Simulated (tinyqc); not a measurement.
Worked calculation: equation-of-state fits to an energy-volume table made by a known binding curve. Computed by tinyqc, a small Python program that keeps every step. Command: `OMP_NUM_THREADS=1 python tinyqc.py 3008737 3008738 out.jsonl eosfit walk`. One thread of a shared host (Intel(R) Xeon(R) Processor @ 2.30GHz), about 0.02 s of CPU time with the checks. Intermediate numbers are printed to about 6 digits and carried at full precision; extremes and crossings named in words are read from the listed rows.

With x = (V/V_0)^(1/3), the energy per atom is E = D [exp(-2 eta (x - 1)) - 2 exp(-eta (x - 1))], so that B0 = 2 D eta^2/(9 V_0) and B' = 1 + eta. B' = dB/dP at P = 0.

Inputs (values chosen for the exercise, for a model crystal): cohesive energy D = 1.46 eV/atom; true volume V_0 = 19.3 angstrom^3/atom; stiffness eta = 3.47; half-width of the volume window w = 0.06; shift of the window centre s = -0.028; points N = 11; compression V/V_0 for the pressure test = 0.85; noise amplitude = 0.068 meV.

Binding curve: Morse. Noise: added.

Constants: 1 eV/angstrom^3 = 160.2176634 GPa.

## Exact values of the curve

B0 and B' from the formulas above; P = -dE/dV at V = c V_0 (c the compression chosen), from the curve itself.

exact B0 = 32.4304 GPa

exact B' = 4.47

exact pressure at c V_0 = 7.53366 GPa

## Energy-volume table

numbers xi_j, drawn evenly from -1 to 1: [0.6631, -0.7312, 0.4377, -0.4495, 0.3352, -0.8952, 0.2918, -0.3395, -0.8910, 0.9716, 0.1988]

Table: V_j = V_0 [1 + s + w (2 j/(N - 1) - 1)], j = 0..N-1, rounded to 0.001; E_j from the curve plus the noise amplitude times the listed numbers xi_j (xi_0 first), rounded to 1e-7 eV.

Table:
```
V (angstrom^3)      E (eV)
17.602          -1.4420951
17.833          -1.4470273
18.065          -1.4509534
18.296          -1.4542064
18.528          -1.4566113
18.760          -1.4584507
18.991          -1.4594645
19.223          -1.4599918
19.454          -1.4599380
19.686          -1.4591804
19.918          -1.4580959
```

## Birch-Murnaghan fit

Third-order Birch-Murnaghan is a cubic in u = V^(-2/3): fit it by linear least squares, find the minimum, and take B0 = V E''(V), B' = -1 - V E'''/E'' there.

fitted E0 = -1.46001 eV

fitted V0 = 19.2965 angstrom^3

fitted B0 = 32.6898 GPa

fitted B' = 4.36815

root-mean-square residual = 0.0389827 meV

Against the exact curve V0 is off by -0.018 %, B0 by +0.80 % and B' by -2.3 %.

## Errors of the Birch-Murnaghan fit

Errors are fitted minus exact, relative; the pressure at c V_0 uses P = (3 B0/2) (x^7 - x^5) [1 + (3/4)(B' - 4)(x^2 - 1)], x = (V0/V)^(1/3) with the fitted values.

error of B0 = 0.799942 %

error of B' = -2.27854 %

fitted pressure at c V_0 = 7.57790 GPa

error of that pressure = 0.587210 %

## Vinet fit by Gauss-Newton steps

Vinet: E = E0 + (9 B0 V0/h^2) {1 + [h (1 - x) - 1] exp(h (1 - x))}, P = 3 B0 (1 - x) x^-2 exp(h (1 - x)), x = (V/V0)^(1/3), h = (3/2)(B' - 1). Gauss-Newton steps on (E0, V0, B0, B'): solve J d = r by least squares, r the residuals and J their derivatives (central differences, relative step 1e-5); start from the parabola fit in V with B' = 4; stop when all relative changes are below 1e-7.

Iterations:
```
step   E0 (eV)  V0 (angstrom^3)  B0 (GPa)       B'  rms residual (meV)
0     -1.46021          19.2981   38.3226  4.00000             1.09696
1     -1.46001          19.2966   32.6814  4.36865             0.04039
2     -1.46001          19.2963   32.6823  4.42922             0.03907
3     -1.46001          19.2963   32.6822  4.42930             0.03907
4     -1.46001          19.2963   32.6822  4.42930             0.03907
```

B0, Vinet = 32.6822 GPa

B', Vinet = 4.42930

## Five forms on the same table

Murnaghan: E = E0 + (B0 V/B') [(V0/V)^B'/(B' - 1) + 1] - B0 V0/(B' - 1), P = (B0/B') [(V0/V)^B' - 1]. Birch-Murnaghan: E = E0 + (9 V0 B0/16) [y^3 B' + y^2 (2 - 4 y)], y = (V0/V)^(2/3) - 1; P = (3 B0/2) (x^7 - x^5) [1 + (3/4)(B' - 4)(x^2 - 1)], x = (V0/V)^(1/3). All are least-squares fits to the energies; for polynomials in V, B0 = V E'' and B' = -1 - V E'''/E'' at the minimum.

Fitted values:
```
form             V0 (angstrom^3)  B0 (GPa)        B'  P at c V_0 (GPa)
exact                    19.3000   32.4304   4.47000           7.53366
parabola in V            19.2981   38.3226  -1.00000                 -
cubic in V               19.2934   32.6132   5.32211                 -
Murnaghan                19.2969   32.7066   4.24402           7.64362
Birch-Murnaghan          19.2965   32.6898   4.36815           7.57790
Vinet                    19.2963   32.6822   4.42930           7.54532
```

In B0 the cubic in V form comes closest (+0.56 %) and the parabola in V form misses most (+18.17 %). A parabola in V has no third derivative, so its B' is -1 by construction. At c V_0, beyond the window, the pressure errors are Murnaghan +1.5 %, Birch-Murnaghan +0.6 %, Vinet +0.2 %.

## The width of the window

The table is made anew for each w.

Errors (%):
```
w     B0, parabola  B0, cubic  B0, Murnaghan  B0, Birch-Murnaghan  B0, Vinet  B', Birch-Murnaghan
0.03        19.085      2.767          3.643                3.536      3.504               -8.401
0.05        18.054      0.647          1.262                1.181      1.144               -2.930
0.08        18.896      1.005          0.386                0.413      0.429               -1.777
0.12        21.600      3.165         -0.183                0.071      0.207               -1.666
0.16        25.694      6.606         -0.702               -0.149      0.152               -1.882
0.22        34.519     14.260         -1.558               -0.465      0.158               -2.457
```

The Birch-Murnaghan error of B0 is smallest among these at w = 0.12 (0.071 % in size); it is 3.536 % at the narrowest and 0.465 % at the widest. A narrow window magnifies the noise, since the energy range shrinks as w^2, and a wide one exposes the form. At the widest window the errors of B0 are +34.5 % for the parabola and +14.3 % for the cubic in V.

Checks made by the program: nonlinear Birch-Murnaghan fit against the linear one (relative difference 3e-09).
